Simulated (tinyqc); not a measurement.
Polytypes by hexagonality, and a cubic inclusion as a quantum well, step by step. Values are carried at full precision from step to step, so a last printed digit may differ when a step is redone from the rounded ones.

A layer is h if its two neighbours in the periodic sequence sit on the same site, k otherwise; the hexagonality h is the share of h layers.

Constants: hbar^2/2m0 = 3.80998211 eV angstrom^2.

Parameters, chosen for this exercise (of the order of those of SiC; not measured data): E3 = 2.404 eV (gap of the cubic polytype); E2 = 3.331 eV (gap of 2H); Ev2 = 0.114 eV (valence top of 2H above that of 3C); P2 = -0.0387 C/m^2 (spontaneous polarisation of 2H); Es = 3.241 eV (gap at the hexagonality hs); hs = 0.5 (hexagonality up to which the first line holds); m = (0.287, 0.306) m0 (electron mass along c in the cubic layer and in the host); d = 2.516 angstrom (thickness of a double layer); eps = 10.2 (dielectric constant); N = 8 (double layers in the cubic inclusion).

## Hexagonality

Stacking sequences:
```
polytype         sequence
2H                     AB
4H                   ABCB
6H                 ABCACB
9R              ABCBCACAB
15R       ABCACBCABACABCB
```

Give the h/k string and h of each.

Hexagonality:
```
polytype       h/k string       h
2H                     hh  1.0000
4H                   hkhk  0.5000
6H                 hkkhkk  0.3333
9R              hkhhkhhkh  0.6667
15R       hkkhkhkkhkhkkhk  0.4000
```

## Gaps and band edges

Gap: E3 + (Es - E3) h/hs for h up to hs, then linear from Es to E2 at h = 1. Valence top Ev2 h and polarisation P2 h, both counted from 3C; Ec = Ev + gap.

Evaluate for each polytype.

Results:
```
polytype  gap (eV)  Ev (eV)  Ec (eV)  P (C/m^2)
2H          3.3310   0.1140   3.4450   -0.03870
4H          3.2410   0.0570   3.2980   -0.01935
6H          2.9620   0.0380   3.0000   -0.01290
9R          3.2710   0.0760   3.3470   -0.02580
15R         3.0736   0.0456   3.1192   -0.01548
```

The widest gap is that of 2H, the narrowest that of 6H. Ev and Ec both rise with h, so 3C collects electrons and the more hexagonal side holes: a staggered line-up.

## The bound level without the field

A cubic inclusion of width L = N d in the host (h = 0.5) is a well of depth V = Ec(host) - Ec(3C). Square well with mass mismatch: k tan(k L/2) = (m_w/m_b) q, k = sqrt(m_w E/c), q = sqrt(m_b (V - E)/c), c = hbar^2/2m0, lowest root. The depth of the level, V - E, is its binding, and the transition to the valence top of the host is gap(host) - (V - E). The step in polarisation gives a field |F| = |P|/(eps eps0) in a thin inclusion, eps0 = 8.8541878e-12 F/m.

Give V, L, the level E, its depth below the host conduction edge and the transition to the valence top of the host, gap(host) - (V - E).

V = 0.8940 eV
L = 20.128 angstrom
E above the bottom = 0.1634 eV
depth below the host edge = 0.7306 eV
transition = 2.5104 eV

The level keeps 82 % of the well depth. The transition lies above the gap of 3C itself (2.404 eV).

## The polarisation field

Give |F|, the drop |F| L, the bound charge |P|/e per cm^2 (e = 1.602176634e-19 C), and, as a first estimate, the shift -|F| L/2 of the transition for an electron centred in the layer and a hole in the host on the high side.

|F| = 2.143 MV/cm
drop = 431.3 meV
bound charge = 1.21e+13 cm^-2
estimated shift = -215.6 meV

The drop is 48 % of the well depth. The host edge on the low side sinks by 216 meV against the centre, less than the 731 meV by which the flat well binds.

## Checks

- Square-well root against finite differences on a grid of 0.5 angstrom (eV): both 0.163.

Run: tinyqc, `OMP_NUM_THREADS=1 python tinyqc.py 1880852 1880853 out.jsonl`; Intel(R) Xeon(R) Processor @ 2.30GHz, one thread, shared host; about 0.04 s of CPU time with all checks.
